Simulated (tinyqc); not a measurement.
# Ideality, saturation current and resistance from three points

Question. Well above the saturation current a diode obeys V = n Vt ln(I/I0) + I Rs. Find n, Rs and I0.

Values chosen for this exercise:
- T = 400 K (temperature)

Constants: q = 1.602176634e-19 C, kB = 1.380649e-23 J/K, Vt = kB T/q. Results are converted to the units shown.

currents (A): 8e-6  0.0001  0.006
voltages (V): 0.55785900  0.70179350  0.95294689

Solution. V is linear in the three unknowns n Vt, Rs and -n Vt ln I0, so three points give a linear system.

n = 1.650
Rs = 3.100 ohm
I0 = 4.400e-10 A

Program tinyqc, `OMP_NUM_THREADS=1 python tinyqc.py 2260044 2260045 out.jsonl`; Intel Xeon 2.30GHz, shared host, one thread, about 0.01 s.
